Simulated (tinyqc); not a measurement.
Conduction-band offset of an n-N heterojunction from carrier-profile moments: two steps of the calculation.

Layer 1 (x < 0) accumulates electrons and layer 2 (x > 0) is depleted. Boltzmann statistics. The bands bend down by V1 in layer 1 and up by V2 in layer 2, with V1 + V2 = VD = dE + Vt ln[(N2/Nc2)/(N1/Nc1)].

Parameters, values chosen for the exercise; values of the order of III-V alloys:
- T = 350 K (temperature)
- eps_r = 12.4 (relative permittivity of both layers)
- Nc1 = 3.7e17 cm^-3 (density of states of the narrow-gap layer 1)
- Nc2 = 1.2e18 cm^-3 (density of states of the wide-gap layer 2)
- dE = 0.26 eV (conduction-band offset)
- N1 = 1.4e16 cm^-3 (donor density in layer 1)
- N2 = 1.7e16 cm^-3 (donor density in layer 2)
- si = 0 cm^-2 (fixed charge at the interface)

Constants: q = 1.602176634e-19 C, kB = 1.380649e-23 J/K, Vt = kB T/q, eps0 = 8.8541878128e-14 F/cm where lengths are in cm. Results are converted to the units shown.

Task 1. Division of the diffusion potential. Sheet densities from the first integral: Q1 = sqrt((2 eps0 eps_r Vt N1/q)(exp(u1) - u1 - 1)) extra electrons, Q2 = sqrt((2 eps0 eps_r Vt N2/q)(exp(-u2) + u2 - 1)) missing ones, u = V/Vt; neutrality Q1 = Q2 + si. Q1 - Q2 rises steadily with V1, so V1 follows by bisection.

Find: VD; V1; V2; Q1; n at x = 0-; n at x = 0+.

Result 1.

VD = 0.23037 V
V1 = 0.064914 V
V2 = 0.16546 V
Q1 = 1.7763e11 cm^-2
n at x = 0- = 1.2046e17 cm^-3
n at x = 0+ = 7.0468e13 cm^-3

n drops across the interface by 1710 = (Nc1/Nc2) exp(dE/Vt).

Task 2. Offset from the moments. A C-V profile smears n(x) but keeps its zeroth and first moments: si = -int (N - n) dx, VD = (q/(eps0 eps_r)) int (N - n) x dx, dE = VD - Vt ln[(N2/Nc2)/(N1/Nc1)]. Use the trapezoidal rule on each side.

```
left point	-x (nm)	n in layer 1 (cm^-3)
0	0	1.20461e17
1	0.888	1.11830e17
2	5.39	8.07993e16
3	15.5	4.82840e16
4	32.7	2.89650e16
5	58.3	1.98820e16
6	93.7	1.60181e16
7	140	1.45673e16
8	198	1.41228e16
9	269	1.40193e16
```

```
right point	x (nm)	n in layer 2 (cm^-3)
0	0	7.04678e13
1	20	3.33878e14
2	49.3	1.83158e15
3	83.6	6.14967e15
4	121	1.15526e16
5	162	1.50098e16
6	206	1.64026e16
7	251	1.68328e16
8	299	1.69576e16
9	349	1.69899e16
```

Find: si; VD; dE.

Result 2.

si = 1.0112e10 cm^-2
VD = 0.22891 V
dE = 0.25854 eV

On these few points dE comes out -1.5 meV from the true 0.26 eV, and si misses by 1.0e10 cm^-2, 5.7 % of Q1.

Numbers from tinyqc (`OMP_NUM_THREADS=1 python tinyqc.py 2410124 2410125 out.jsonl`; about 0.1 s on one thread of a shared Intel Xeon 2.30GHz).
